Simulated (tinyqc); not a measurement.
Changing the silicon available t_Si: thermodynamics of metal silicides: hull, first phase, silicon consumed, nucleation and stability against SiO2. Computed by tinyqc, a small Python program. Command: `OMP_NUM_THREADS=1 python tinyqc.py 3002514 3002515 out.jsonl silphase sweep`. One thread of a shared host (Intel(R) Xeon(R) Processor @ 2.30GHz), about 0.01 s of CPU time with the checks.

Entropies of formation of the solids are neglected, so heats stand for free energies. Si fractions: M2Si 0.3333, MSi 0.5000, MSi2 0.6667.

Inputs (values chosen for the exercise, for a model metal): heat of formation of M2Si = -49.3 kJ/mol atoms; heat of formation of MSi = -53 kJ/mol atoms; heat of formation of MSi2 = -28.4 kJ/mol atoms; molar volume of M = 9.09 cm^3/mol; molar volume of Si = 12.06 cm^3/mol; metal thickness t = 22 nm.

Phases: M2Si, MSi, MSi2.

Method. A phase is stable if it lies below every straight line between a phase on its left and one on its right (M and Si at zero). Distance = its heat less the lowest such line, negative for a stable phase. Overall Si fraction x0 = (t_Si/V_Si)/(t_Si/V_Si + t/V_M). In equilibrium the two stable phases that bracket x0 share the atoms by the lever rule.

One run for each value:
```
silicon available t_Si (nm)  overall Si fraction x0  share of atoms in the Si-richer phase
6.6                                         0.18442                                0.55326
18.1                                        0.38276                                0.29656
29.7                                        0.50435                                0.00869
41.3                                        0.58591                                0.17183
52.8                                        0.64400                                0.28799
64.3                                        0.68779                                0.37558
75.9                                        0.72225                                0.44450
87.5                                        0.74986                                0.49972
99.0                                        0.77230                                0.54460
```

Describe and explain the trends.

Over the rows, overall Si fraction x0 rises from 0.184 to 0.772 (exponent d ln y / d ln x 0.72 between the first rows and 0.24 between the last); share of atoms in the Si-richer phase goes from 0.553 through a minimum among these rows, 0.00869 at 29.7, to 0.545. The share restarts from zero each time x0 passes the composition of a stable phase.

Extremes, crossings and ranges named in words are read from the listed rows.
